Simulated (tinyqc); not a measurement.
Stacked nanosheet transistor, parasitic resistance, capacitance and delay: one step of the calculation.

Ns sheets share one contact on top; each has perimeter p = 2 (Ws + ts) and cross-section A = Ws ts; contact width Wc = Ws + 10 nm, stack height Hs = Ns pv. Sheet 1 is the top one. Contact length Lc = CPP - Lg - 2 Lsp, shared by two neighbouring gates. Source and drain sides are equal. The formulas are first-order estimates, not field solutions.

Task. Effective current, delay and energy. Ieff = (IH + IL)/2, delay CL Vdd/(2 Ieff), energy CL Vdd^2, with CL the load of an inverter that drives an equal one.

Inputs (values chosen for the exercise): supply voltage Vdd = 0.75 V.

IH = I(Vdd, Vdd/2) = 122.46837 uA
IL = I(Vdd/2, Vdd), solved likewise = 41.991517 uA
CL = 481.99668 aF

Find: Ieff; delay; energy.

Result.

Ieff = 82.23 uA
delay = 2.198 ps
energy = 271.1 aJ

Numbers from tinyqc (`OMP_NUM_THREADS=1 python tinyqc.py 2170163 2170164 out.jsonl`; about 0.08 s on one thread of a shared Intel Xeon 2.30GHz).
